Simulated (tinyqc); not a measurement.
What moves the results: deformation potentials from a strained empirical pseudopotential. A value that a table varies takes the place of the one given here.

Diamond lattice, no spin-orbit coupling. Atomic form factor V(q) = a1 (q^2 - a2)/(a3 exp(a4 q^2) - 1) in rydberg with q in 1/bohr, for the unstrained cell. Under a strain e the reciprocal vectors and k go over into (1 + e)^(-1) G, the atoms sit at +/- tau with tau = (1 + e) a (1,1,1)/8 - zeta a (eyz, ezx, exy)/4, and H(G,G') = c |k + G|^2 delta + (V(q)/det(1 + e)) cos(q.tau), q = G - G', with the term q = 0 left out; c = hbar^2/2m0. The basis is fixed before straining: all G with |k + G|^2 up to 16 (2 pi/a)^2. k is given in units of 2 pi/a of the unstrained cell.

Constants: hbar^2/2m0 = 3.80998211 eV angstrom^2; Ry = 13.60569312 eV; a0 (Bohr radius) = 0.5291772105 angstrom.

Inputs chosen for the exercise (near those of Si; the results hold for these values, not for the real material):
- a = 5.44 angstrom (lattice constant)
- A = (0.536, 2.178, 2.067, 0.486) (a1 (Ry bohr^2), a2 (1/bohr^2), a3, a4 (bohr^2))
- h = 0.005 (size of the test strain)
- kD = 0.82 2 pi/a (position of the Delta minimum)
- a1 = 0.536
- a2 = 2.178
- a3 = 2.067
- a4 = 0.486

## The internal displacement

Xu of L (level 5, the lowest empty one) and d from exy = eyz = ezx = h for several zeta: Xu = [E(L [111]) - E(L [1-1-1])]/((8/3) h), d = (single valence level - pair)/(3 sqrt(3) h). zeta = 0 strains the bonds with the lattice; zeta = 1 keeps all four bond lengths equal to first order.

Results:

| zeta | Xu (L) (eV) | d (eV) |
|---|---|---|
| 0.00 | 11.22 | 0.61 |
| 0.25 | 11.57 | -1.70 |
| 0.50 | 11.94 | -3.99 |
| 0.60 | 12.09 | -4.91 |
| 0.75 | 12.33 | -6.29 |
| 1.00 | 12.73 | -8.58 |

What does this show, and why?

From zeta = 0 to 1, d goes from 0.61 to -8.58 eV and Xu (L) from 11.22 to 12.73 eV, both nearly linearly: the displacement is an optical-phonon mode, and d = d(0) - zeta d0/4 gives its deformation potential d0 = 37 eV. Leaving the relaxation out (zeta = 0 for 0.5) moves d by +4.60 eV, which reverses its sign, and Xu (L) by -0.72 eV. Tetragonal strain has no such freedom.

## Size of the test strain

e = diag(-h/2, -h/2, h). Xu = [E(Delta z) - E(Delta x)]/(1.5 h) at fixed kD, b = [E(Z) - E(X, Y)]/(4.5 h); one-sided from +h alone, central from +h and -h.

Results (eV):

| h | Xu one-sided | Xu central | b one-sided | b central |
|---|---|---|---|---|
| 0.0010 | 8.020 | 8.026 | -3.268 | -3.264 |
| 0.0025 | 8.013 | 8.026 | -3.274 | -3.264 |
| 0.0050 | 8.000 | 8.026 | -3.284 | -3.264 |
| 0.0100 | 7.976 | 8.027 | -3.304 | -3.264 |
| 0.0200 | 7.929 | 8.031 | -3.345 | -3.265 |
| 0.0300 | 7.885 | 8.038 | -3.387 | -3.266 |

What does this show, and why?

From h = 0.001 to 0.03 the one-sided Xu drifts by -0.136 eV and the central one by +0.012 eV; for b the drifts are -0.119 and -0.002 eV. The central difference cancels the term of second order in the strain, so its error goes as h^2. At h = 0.02 the linear law errs by 1.2 % for the valley splitting and 2.5 % for the valence splitting.

## What each parameter of the potential does

Gaps from the valence top to level 8 at Gamma and level 5 at (kD,0,0) and L, and their deformation potentials [E(+h) - E(-h)]/(3 ln((1 + h)/(1 - h))) for e = +/- h 1, h = 0.002. The row for the lattice constant keeps V(q) without the volume factor, so it is not a strain. Each row changes one parameter from the base and keeps the others.

Results:

| case | Gamma (eV) | Delta (eV) | L (eV) | potential Gamma (eV) | potential Delta (eV) | potential L (eV) |
|---|---|---|---|---|---|---|
| base | 4.150 | 1.102 | 2.017 | -8.82 | 2.60 | -1.95 |
| a = 5.494 angstrom | 4.019 | 1.389 | 2.115 | -9.11 | 2.29 | -2.14 |
| a1 = 0.531 | 4.108 | 1.035 | 1.968 | -8.74 | 2.61 | -1.94 |
| a2 = 2.2 | 4.035 | 1.176 | 2.014 | -8.89 | 2.54 | -1.99 |
| a3 = 2.046 | 4.200 | 1.197 | 2.084 | -8.91 | 2.60 | -1.96 |
| a4 = 0.481 | 4.245 | 1.189 | 2.093 | -8.99 | 2.52 | -2.03 |

How do the results move?

The largest shifts from the base row, up to three for each result and ties (the steps differ in size, so this ranks the rows, not the parameters). Gamma (eV): a -0.132, a2 -0.116, a4 +0.094. Delta (eV): a +0.287, a3 +0.096, a4 +0.087. L (eV): a +0.098, a4 +0.076, a3 +0.066. potential Gamma (eV): a -0.29, a4 -0.17, a3 -0.09. potential Delta (eV): a -0.31, a4 -0.08, a2 -0.05; unchanged at the printed digits by a3. potential L (eV): a -0.19, a4 -0.08, a2 -0.04.

Computed by tinyqc, a small Python program: `OMP_NUM_THREADS=1 python tinyqc.py 1880702 1880703 out.jsonl` (the numbers bound the seed that draws the inputs); one thread of a shared host (Intel(R) Xeon(R) Processor @ 2.30GHz), about 0.2 s for the whole set of steps.
